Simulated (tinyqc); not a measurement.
Effective mass of the heavy-hole band from tabulated energies: one step. Least squares over all points. Two cases, with inputs chosen for the exercise.

Problem. Fit E = a k^2 (a = sum k^2 E/sum k^4), then E = a k^2 + b k^4 from the normal equations; E in eV; m = c/a.

c = hbar^2/2m0. A uniform scatter of up to 0.1 meV has been added to mimic numerical noise.
Constants: hbar^2/2m0 = 3.80998211 eV angstrom^2.

Case 1.

Energies along [110], from the band edge downward:
```
k (1/angstrom)    E (meV)
0.0000000        0.000000
0.0085000        0.707100
0.0170000        2.952100
0.0255000        6.525300
0.0340000       11.331500
0.0425000       17.226200
0.0510000       23.998900
0.0595000       31.490600
0.0680000       39.523500
```

reference mass (curvature of the model at k = 0.0001 1/angstrom) = 0.3760606 m0

Case 2.

Energies along [110], from the band edge downward:
```
k (1/angstrom)     E (meV)
0.0000000         0.000000
0.0270000         3.963500
0.0540000        15.832800
0.0810000        35.698900
0.1080000        63.164100
0.1350000        97.981800
0.1620000       139.985800
0.1890000       188.595200
0.2160000       243.759700
```

reference mass (curvature of the model at k = 0.0001 1/angstrom) = 0.6965306 m0

Give: sums of k^4, k^6, k^8; sums of k^2 E, k^4 E; a, one term; a and b, two terms; m, one and two terms.

Solution.

Case 1.

sums of k^4, k^6, k^8: 4.5790e-05  1.6857e-07  6.7263e-10

sums of k^2 E, k^4 E: 0.00040602  1.4765e-06

a, one term = 8.8670 eV angstrom^2

a and b, two terms: 10.16  -351.0

m, one and two terms (m0): 0.42968  0.37503

The parabola over all points errs by +14.3 % because the weights k^4 favour the outer points; the second term brings the error to -0.3 %.

Case 2.

sums of k^4, k^6, k^8: 0.0046618  0.00017316  6.9717e-06

sums of k^2 E, k^4 E: 0.024589  0.00091048

a, one term = 5.2746 eV angstrom^2

a and b, two terms: 5.473  -5.346

m, one and two terms (m0): 0.72232  0.69612

The parabola over all points errs by +3.7 % because the weights k^4 favour the outer points; the second term brings the error to -0.1 %.

Computed by tinyqc, one run a case: `OMP_NUM_THREADS=1 python tinyqc.py N N+1 out.jsonl` with N = 1850305, 1850371; one thread of a shared Intel(R) Xeon(R) Processor @ 2.30GHz, about 0.01 s a run at most.
